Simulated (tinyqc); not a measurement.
Band bending at a free surface with a continuum of surface states, surface photovoltage and Kelvin probe: one step of the calculation.

n-type bulk, xi = Ec - EF = Vt ln(Nc/Nd), p0 = ni^2/Nd, ni = sqrt(Nc Nv) exp(-Eg/(2 Vt)), Eg in volts. b is the upward band bending, u = b/Vt. Space charge per area, in units of q: Qc = sign(b) sqrt((2 eps0 eps_r Vt/q) [(Nd + dn)(exp(-u) - 1) + Nd u + (p0 + dn)(exp(u) - 1)]), with dn the excess density under light (flat quasi-Fermi levels; 0 in the dark). The states hold -Ds (E0 - xi - b): negative while the Fermi level lies above the neutrality level. Neutrality: Qc + Qf + (charge of the states) = 0.

Task. Band bending in the dark. Newton step: b(new) = b - (Qc + Qf - Ds (E0 - xi - b))/(dQc/db + Ds), dQc/db = (eps0 eps_r/q) [Nd (1 - exp(-u)) + p0 exp(u)]/Qc.

Values chosen for this exercise; band and dielectric values close to those of silicon:
- T = 300 K (temperature)
- Eg = 1.13 eV (band gap)
- eps_r = 11.8 (relative permittivity)
- Nc = 2.79e19 cm^-3 (conduction-band density of states at T)
- Nv = 2.62e19 cm^-3 (valence-band density of states at T)
- Nd = 1.9e17 cm^-3 (donor density)
- Qf = 0 cm^-2 (fixed positive charge at the surface)
- Ds = 2.5e12 cm^-2 eV^-1 (density of surface states)
- E0 = 0.46 eV (depth of their neutrality level below the conduction edge)

Constants: q = 1.602176634e-19 C, kB = 1.380649e-23 J/K, Vt = kB T/q, eps0 = 8.8541878128e-14 F/cm where lengths are in cm. Results are converted to the units shown.

b after iteration 1 = 0.11843072 V

Find: b after iteration 2.

Result.

b after iteration 2 = 0.12868 V

Computed by the program tinyqc: `OMP_NUM_THREADS=1 python tinyqc.py 2430060 2430061 out.jsonl`, one thread of a shared Intel Xeon 2.30GHz, about 0.01 s for the whole run.
